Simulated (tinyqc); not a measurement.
Shrinking the mesa: defect, radiative and Auger recombination at equal electron and hole densities (ABC model).

J/(e d) = Ae n + B n^2 + C n^3 with Ae = A + 4 S/w (four side walls, carriers spread evenly), e = 1.602176634e-19 C, lengths in cm; internal efficiency IQE = B n^2/(Ae n + B n^2 + C n^3); all injected carriers recombine in the layer.

Inputs chosen for the exercise (orders of magnitude like those quoted for Ge; the results hold for these values, not for the real material): A = 210000 1/s (defect rate); B = 7e-14 cm^3/s (radiative coefficient); C = 1.3e-31 cm^6/s (Auger coefficient); d = 890 nm (active thickness); S2 = 120 cm/s (recombination velocity of the side walls in this comparison); J = 2.3 A/cm^2 (current density).

S = S2; w takes the values listed.

Results:
```
w (micrometre)  Ae (1/s)  IQE_max  J at the peak (A/cm^2)  IQE at J
200             2.34e+05    0.167                    10.7     0.120
100             2.58e+05    0.160                    12.3     0.107
50              3.06e+05    0.149                    15.7    0.0858
20              4.50e+05    0.126                    27.3    0.0475
10              6.90e+05    0.105                    50.6    0.0222
5               1.17e+06   0.0824                     109   0.00808
2               2.61e+06   0.0567                     354   0.00165
1               5.01e+06   0.0416                     925  0.000449
```

What does the comparison show?

The walls equal the bulk defect rate at w = 4 S/A = 22.9 micrometre. From 200 to 1 micrometre the peak efficiency falls from 0.167 to 0.0416 and moves to a current 86.1 times higher; at the fixed J the efficiency goes from 0.12 to 0.000449. For large w diffusion to the walls, left out here, would limit the loss.

Computed by tinyqc, a small Python program: `OMP_NUM_THREADS=1 python tinyqc.py 1650243 1650244 out.jsonl` (the numbers bound the seed that draws the inputs); one thread of a shared host (Intel(R) Xeon(R) Processor @ 2.30GHz), about 0.01 s for the whole set of steps.
